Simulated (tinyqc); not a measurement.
Carrier density against temperature: charge neutrality of a doped semiconductor with incomplete ionisation. Computed by tinyqc, a small Python program. Command: `OMP_NUM_THREADS=1 python tinyqc.py 3023133 3023134 out.jsonl dopant walk`. One thread of a shared host (Intel(R) Xeon(R) Processor @ 2.30GHz), about 0.04 s of CPU time with the checks.

Energies are counted from the top of the valence band; E_D is measured down from the conduction band and E_A up from the valence band.

Inputs (values chosen for the exercise, modelled on CdTe):
```
quantity                    value   unit
gap at 0 K E_g0              1.59     eV
Varshni alpha            0.000301   eV/K
Varshni beta                  107      K
electron mass m_e          0.0923    m_0
valleys M_c                     1      -
hole mass m_h               0.632    m_0
donor density N_D               0  cm^-3
acceptor density N_A      2.3e+17  cm^-3
acceptor depth E_A         0.0595     eV
acceptor degeneracy g_A         4      -
```

Doping: p-type. Statistics of the bands: Fermi-Dirac.

Constants: k_B = 8.617333262e-05 eV/K; m_0 = 9.1093837015e-31 kg; k_B = 1.380649e-23 J/K; h = 6.62607015e-34 J s.

Method:
- E_g = E_g0 - alpha T^2/(T + beta).
- N_c = 2 M_c (2 pi m_e k_B T/h^2)^(3/2) and N_v = 2 (2 pi m_h k_B T/h^2)^(3/2), masses in units of m_0.
- n = N_c F_1/2((E_F - E_g)/k_B T), p = N_v F_1/2(-E_F/k_B T).
- F_1/2(eta) = (2/sqrt(pi)) int_0^infinity sqrt(x)/(1 + exp(x - eta)) dx, by the trapezoid rule in t = sqrt(x) with step 0.02 up to t = 12 (for eta < -12 by exp(eta) - exp(2 eta)/2^(3/2)).
- N_A- = N_A/(1 + g_A exp((E_A - E_F)/k_B T)).
- Neutrality: p + N_D+ = n + N_A-; the log ratio is ln[(p + N_D+)/(n + N_A-)].
- Neutrality is solved by bisection at each T. The last column is -k_B d ln(p T^-3/4)/d(1/T) from this row and the one above; it turns negative as ionisation nears completion, when the density grows more slowly than that power of T.

Against temperature:
```
T (K)   p (cm^-3)  E_F from the band edge (eV)  ionised share  activation energy (eV)
25     1.3287e+11                      0.03154     5.7771e-07                       -
31     2.2609e+12                      0.03240     9.8298e-06                0.029750
43     6.4644e+13                      0.03434     2.8106e-04                0.029749
63     1.0985e+15                      0.03804     4.7763e-03                0.029722
99     1.1054e+16                      0.04585     4.8060e-02                0.029408
150    4.5330e+16                      0.05926     1.9709e-01                0.027589
230    1.1140e+17                      0.08574     4.8436e-01                0.021502
300    1.5426e+17                      0.11373     6.7068e-01                0.010720
350    1.7460e+17                      0.13593     7.5912e-01                0.001493
600    2.1377e+17                      0.26446     9.2941e-01               -0.014612
```

What does the comparison show, and why?

Between the two coldest rows the activation energy is 0.0297 eV, 0.50 of the dopant depth: without compensation E_F sits halfway between level and band, so half the depth shows. The density is within 10 % of the net doping in one row, 600 K.
